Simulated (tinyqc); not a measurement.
Strain, valley repopulation and piezoresistance in a many-valley conduction band. Changing the longitudinal mass m_l. Computed by tinyqc, a small Python program. Command: `OMP_NUM_THREADS=1 python tinyqc.py 3011372 3011373 out.jsonl valleys sweep`. One thread of a shared host (Intel(R) Xeon(R) Processor @ 2.30GHz), about 0.05 s of CPU time with the checks.

Valleys are ellipsoids with mass m_l along the axis a and m_t across it, parabolic, with one constant relaxation time; strain shifts the valleys and leaves the masses alone. Currents are taken along [111], along the load, and along [1-10], across the load.

Inputs (values chosen for the exercise, for a model crystal):
```
quantity                               value    unit
transverse mass m_t                   0.0603     m_0
shear deformation potential Xi_u          15      eV
dilation deformation potential Xi_d     -5.5      eV
C11                                      120     GPa
C12                                     48.8     GPa
C44                                     61.7     GPa
stress X (tension positive)              330     MPa
electron density n                   6.9e+17  1/cm^3
relaxation time tau                       68      fs
temperature T                            150       K
```

Valley axes: <111> (4 valleys). Load: uniaxial [111].

Constants: k_B = 8.617333262e-05 eV/K; m_0 = 9.1093837015e-31 kg; k_B = 1.380649e-23 J/K; hbar = 1.054571817e-34 J s; e = 1.602176634e-19 C.

Method:
- Compliances S11 = (C11 + C12)/((C11 - C12)(C11 + 2 C12)), S12 = -C12/((C11 - C12)(C11 + 2 C12)), S44 = 1/C44; stress sigma_ij = X n_i n_j for the unit vector n of the load; e_xx = S11 sigma_xx + S12 (sigma_yy + sigma_zz), e_xy = S44 sigma_xy/2 (tensor strain).
- Herring-Vogt shift of a valley with unit axis a: dE = Xi_d tr(e) + Xi_u a.e.a.
- Each of the 4 valleys holds n_v = N_v (2/sqrt(pi)) F_1/2((E_F - dE_v)/(k_B T)), N_v = 2 (m_d k_B T/(2 pi hbar^2))^(3/2), m_d = (m_l m_t^2)^(1/3); E_F solves sum n_v = n and is counted from the unstrained edge.
- F_j(eta) = int_0^infinity x^j/(1 + exp(x - eta)) dx, without a gamma-function factor. It is evaluated after integrating by parts.
- Integrals over x = E/(k_B T) use 160 Gauss-Legendre points in u = sqrt(x) from 0 to sqrt(max(eta, 0) + 32).
- Mobility tensor mu = e tau sum_v (n_v/n) [1/m_t + (1/m_l - 1/m_t) a a^T]; unstrained mu_0 = e tau (1/m_l + 2/m_t)/3; resistivity along d from the inverse tensor, rho_d = d.mu^-1.d/(n e), mobility along d = 1/(d.mu^-1.d); gauge pi_d = (rho_d/rho_0 - 1)/X.

One run for each value; columns: (1) longitudinal mass m_l (m_0); (2) resistance change along the first direction (%); (3) resistance change along the second direction (%); (4) unstrained mobility mu_0 (cm^2/(V s)):
```
(1)        (2)     (3)     (4)
0.072   -3.207   1.685  1876.0
0.110   -9.406   5.476  1684.7
0.160  -13.404   8.389  1571.4
0.240  -16.511  10.973  1488.4
0.360  -18.676  12.972  1433.0
0.540  -20.169  14.459  1396.1
0.810  -21.191  15.533  1371.5
1.200  -21.871  16.275  1355.5
```

Over the rows, resistance change along the first direction (%) falls from -3.21 to -21.9 (exponent d ln y / d ln x 2.5 between the first rows and 0.080 between the last); resistance change along the second direction (%) rises from 1.68 to 16.3 (exponent d ln y / d ln x 2.8 between the first rows and 0.12 between the last); unstrained mobility mu_0 (cm^2/(V s)) falls from 1880 to 1360 (exponent d ln y / d ln x -0.25 between the first rows and -0.030 between the last). Repopulation acts only through the mass anisotropy, (m_l - m_t)/(2 m_l + m_t), which tends to 1/2.
